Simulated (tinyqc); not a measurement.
Worked calculation: quaternary alloy A(x)B(1-x)C(y)D(1-y) matched to a substrate. Values are carried at full precision from step to step, so a last printed digit may differ when a step is redone from the rounded ones.

Matching a(x,y) = a_s gives x = (a_s - y a_BC - (1 - y) a_BD)/(y (a_AC - a_BC) + (1 - y)(a_AD - a_BD)).
Constants: hc = 1239.841984 eV nm.

Values chosen for the exercise (AC, AD, BC, BD near GaAs, GaP, InAs and InP; substrate near InP; shifted at random, so the results belong to these values and not to a real crystal):
- a = (5.654, 5.454, 6.065, 5.866) angstrom (lattice constants of AC, AD, BC, BD)
- a_s = 5.866 angstrom (substrate)
- y = 0.6 (fraction of C)
- Eg = (1.517, 2.858, 0.42, 1.435) eV (gaps at Gamma of AC, AD, BC, BD)
- Cb = (0.535, 0.737, 0.214, 0.092) eV (bowing of ABC, ABD, ACD, BCD)
- dx = -0.04 (error of x in growth)

## The matched composition

Give numerator, denominator and x.

numerator = -0.11940 angstrom
denominator = -0.41140 angstrom
x = 0.2902

## The gap by rule 1

Q(x,y) = x y Q_AC + x (1 - y) Q_AD + (1 - x) y Q_BC + (1 - x)(1 - y) Q_BD for the lattice constant. Gap, rule 1: Q(x,y) - x (1 - x)[y C_ABC + (1 - y) C_ABD] - y (1 - y)[x C_ACD + (1 - x) C_BCD]. Rule 2 (mean of ternaries): {x (1 - x)[y T_ABC(x) + (1 - y) T_ABD(x)] + y (1 - y)[x T_ACD(y) + (1 - x) T_BCD(y)]}/{x (1 - x) + y (1 - y)}, T_ABC(x) = x E_AC + (1 - x) E_BC - C_ABC x (1 - x), T_ACD(y) = y E_AC + (1 - y) E_AD - C_ACD y (1 - y), and alike. Only the Gamma valley is followed.

Give the four weights, the bilinear part, the two bowing terms, the gap and hc/gap.

weights of AC, AD, BC, BD: [0.1741, 0.1161, 0.4259, 0.2839]

bilinear part = 1.1822 eV

bowing terms (eV): [0.1269, 0.0306]

gap = 1.0248 eV
wavelength = 1210 nm

## The gap by rule 2

Give the four ternary gaps and their weighted mean.

T_ABC, T_ABD, T_ACD, T_BCD (eV): [0.6282, 1.6962, 2.0020, 0.8039]

gap = 1.1072 eV

Rule 2 lies 82 meV above rule 1: it averages the two bowing terms where rule 1 adds them. Both agree on the ternary edges.

## An error in composition

Replace x by x + dx; mismatch (a_s - a)/a and change of the relaxed gap by rule 1.

a = 5.8825 angstrom
mismatch = -0.280 %
change of the gap = -36.6 meV

The layer would be under compression; the strain shift of the gap is not included.

## Checks

- Lattice constant at the matched composition against a_s (angstrom): both 5.8660.
- Rule 2 as a mean of ternaries against its form with averaged bowing (eV): both 1.1072.

(tinyqc, `OMP_NUM_THREADS=1 python tinyqc.py 1050514 1050515 out.jsonl`, Intel(R) Xeon(R) Processor @ 2.30GHz, 1 thread, shared host, about 0.01 s.)
